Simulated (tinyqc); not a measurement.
What each parameter does: quaternary alloy A(x)B(1-x)C(y)D(1-y) matched to a substrate.

Q(x,y) = x y Q_AC + x (1 - y) Q_AD + (1 - x) y Q_BC + (1 - x)(1 - y) Q_BD for the lattice constant. Gap, rule 1: Q(x,y) - x (1 - x)[y C_ABC + (1 - y) C_ABD] - y (1 - y)[x C_ACD + (1 - x) C_BCD]. Rule 2 (mean of ternaries): {x (1 - x)[y T_ABC(x) + (1 - y) T_ABD(x)] + y (1 - y)[x T_ACD(y) + (1 - x) T_BCD(y)]}/{x (1 - x) + y (1 - y)}, T_ABC(x) = x E_AC + (1 - x) E_BC - C_ABC x (1 - x), T_ACD(y) = y E_AC + (1 - y) E_AD - C_ACD y (1 - y), and alike. Only the Gamma valley is followed.

Matching a(x,y) = a_s gives x = (a_s - y a_BC - (1 - y) a_BD)/(y (a_AC - a_BC) + (1 - y)(a_AD - a_BD)).

Values chosen for the exercise (AC, AD, BC, BD near GaAs, GaSb, InAs and InSb; substrate near InP; the results hold for these values, not for the real material): a = (5.651, 6.101, 6.058, 6.47) angstrom (lattice constants of AC, AD, BC, BD); Eg = (1.502, 0.8, 0.42, 0.234) eV (gaps at Gamma of AC, AD, BC, BD); Cb = (0.426, 0.453, 1.454, 0.573) eV (bowing of ABC, ABD, ACD, BCD); a_s = 5.875 angstrom (substrate); y = 0.54 (fraction of C).

x is matched anew each time.

One parameter was then changed.

Results before and after:

| case | x | rule 1 (eV) | rule 2 (eV) |
|---|---|---|---|
| base | 0.9564 | 0.7723 | 0.8385 |
| changed | 0.9564 | 0.7981 | 0.8644 |

Which of these changes was made? (a) y = 0.53; (b) Eg = (1.552, 0.8, 0.42, 0.234) eV; (c) Cb = (0.511, 0.544, 1.745, 0.688) eV; (d) a_s = 5.871 angstrom; (e) a = (5.661, 6.101, 6.058, 6.47) angstrom.

Answer: (b) Eg = (1.552, 0.8, 0.42, 0.234) eV. Of the candidates, run in turn, only this one gives the changed row.

All candidates:

| case | x | rule 1 (eV) | rule 2 (eV) |
|---|---|---|---|
| base | 0.9564 | 0.7723 | 0.8385 |
| y = 0.53 | 0.9679 | 0.7763 | 0.8278 |
| a_s = 5.871 angstrom | 0.9666 | 0.7829 | 0.8361 |
| Cb = (0.511, 0.544, 1.745, 0.688) eV | 0.9564 | 0.6983 | 0.7778 |
| Eg = (1.552, 0.8, 0.42, 0.234) eV | 0.9564 | 0.7981 | 0.8644 |
| a = (5.661, 6.101, 6.058, 6.47) angstrom | 0.9698 | 0.7862 | 0.8350 |

(tinyqc, `OMP_NUM_THREADS=1 python tinyqc.py 1080636 1080637 out.jsonl`, Intel(R) Xeon(R) Processor @ 2.30GHz, 1 thread, shared host, about 0.01 s.)
